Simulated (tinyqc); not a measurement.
Sp3 tight binding, zinc-blende lattice, step by step. One step of it, computed by the program tinyqc.

Question. Levels at X. Diagonalise the Hermitian matrix.

H(k) at X (eV), order a s, a px, a py, a pz, c s, c px, c py, c pz:
```
[[-15.230000, 0.000000, 0.000000, 0.000000, 0.000000, 0.000000+8.347988i, 0.000000, 0.000000],
 [0.000000, -8.270000, 0.000000, 0.000000, 0.000000-8.347988i, 0.000000, 0.000000, 0.000000],
 [0.000000, 0.000000, -8.270000, 0.000000, 0.000000, 0.000000, 0.000000, 0.000000+9.033934i],
 [0.000000, 0.000000, 0.000000, -8.270000, 0.000000, 0.000000, 0.000000+9.033934i, 0.000000],
 [0.000000, 0.000000+8.347988i, 0.000000, 0.000000, -7.990000, 0.000000, 0.000000, 0.000000],
 [0.000000-8.347988i, 0.000000, 0.000000, 0.000000, 0.000000, -4.490000, 0.000000, 0.000000],
 [0.000000, 0.000000, 0.000000, 0.000000-9.033934i, 0.000000, 0.000000, -4.490000, 0.000000],
 [0.000000, 0.000000, 0.000000-9.033934i, 0.000000, 0.000000, 0.000000, 0.000000, -4.490000]]
```

Give: eigenvalues.

Answer.

eigenvalues (eV): [-19.7860, -16.4792, -15.6095, -15.6095, 0.0660, 0.2192, 2.8495, 2.8495]
